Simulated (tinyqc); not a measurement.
Changing the time step dt: finite-difference solution of the diffusion equation on a small grid. Computed by tinyqc, a small Python program. Command: `OMP_NUM_THREADS=1 python tinyqc.py 3006576 3006577 out.jsonl fdiff sweep`. One thread of a shared host (Intel(R) Xeon(R) Processor @ 2.30GHz), about 0.02 s of CPU time with the checks.

dC/dt = D d2C/dx2 on nodes x_j = j dx, j = 0..9; the far end is sealed.

Inputs (values chosen for the exercise): diffusivity D = 0.7 nm^2/s; grid spacing dx = 10 nm; final time t_f = 6400 s.

Boundary at x = 0: sealed surface. Scheme: implicit.

start values C_j, j = 0, 1, ... (% of a reference): [3.2, 21.9, 75.5, 100, 70.1, 37.5, 2.22, 0, 0, 0]

Method:
- The operator M acts as (M C)_j = C_(j-1) - 2 C_j + C_(j+1); at the sealed far end a mirror node gives 2 C_(N-2) - 2 C_(N-1); at j = 0, a mirror node gives 2 C_1 - 2 C_0.
- r = D dt/dx^2.
- With r = D dt/dx^2: (1 - theta r M) C(new) = (1 + (1 - theta) r M) C(old); theta = 0 explicit, 1 implicit, 1/2 Crank-Nicolson.
- The run takes n = round(t_f/dt) steps of length t_f/n.
- The dose is the trapezoidal sum of C dx; the error is the largest difference from exp(M D t/dx^2) C(0), the exact time evolution on the same grid.

One run for each value:
```
time step dt (s)  largest error at t_f (%)  mesh ratio r  final C_5 (%)  final dose (% nm)
25                                   0.008         0.175          34.29             3088.2
50                                   0.016         0.350          34.29             3088.2
100                                  0.032         0.700          34.28             3088.2
200                                  0.068         1.400          34.28             3088.2
400                                  0.150         2.800          34.26             3088.2
800                                  0.348         5.600          34.23             3088.2
1600                                 0.861        11.200          34.16             3088.2
3200                                 2.200        22.400          34.09             3088.2
```

Over the rows, largest error at t_f (%) rises from 0.00779 to 2.20 (exponent d ln y / d ln x 1.0 between the first rows and 1.4 between the last). At the low end the exponent of largest error at t_f is 1.02, close to 1: first order in the step.

Extremes, crossings and ranges named in words are read from the listed rows.
